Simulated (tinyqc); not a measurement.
Shockley state of an s-p chain by decimation: one step. First round of decimation.

Each site has s at -d/2 and p at +d/2: H0 = diag(-d/2, d/2). The block to the next site on the right is H1 = [[-ts, u], [-u, tp]] (rows s, p of site n; columns s, p of site n + 1). Bulk: H(k) = [[-d/2 - 2 ts cos k, 2i u sin k], [-2i u sin k, d/2 + 2 tp cos k]]. The bands are inverted at k = pi if d < 2 (ts + tp).

Decimation (Sancho-Rubio) at z = E + i eta: start with es = e = H0, A = H1, B = H1^T. Each round forms g = (z - e)^-1 and sets es += A g B, e += A g B + B g A, A = A g A, B = B g B, doubling the length covered. Stop when all |A| < 1e-10. Surface G = (z - es)^-1, bulk G = (z - e)^-1; densities -Im tr G/pi.

Parameters, chosen for this exercise: d = 1.74 eV (Ep - Es); ts = 1 eV (s-s hopping); tp = 1.5 eV (p-p hopping); u = 1.24 eV (s-p hopping); E = 0.42 eV (energy); eta = 0.05 eV (broadening).

Question. Carry out one round.

Give: g; es; e; A.

Answer.

g (1/eV):
```
                s                p
s  0.7740-0.0300i           0.0000
p          0.0000  -2.1951-0.2439i
```

es (eV):
```
                 s                p
s  -3.4712-0.4050i  -3.1231-0.4909i
p  -3.1231-0.4909i  -2.8789-0.5949i
```

e (eV):
```
                 s                p
s  -6.0724-0.8101i           0.0000
p           0.0000  -6.6277-1.1898i
```

A (eV):
```
                s                p
s  4.1493+0.3450i  -5.0427-0.4165i
p  5.0427+0.4165i  -6.1292-0.5027i
```

Program tinyqc; command `OMP_NUM_THREADS=1 python tinyqc.py 1450572 1450573 out.jsonl`; about 0.2 s on one thread of a shared Intel(R) Xeon(R) Processor @ 2.30GHz.
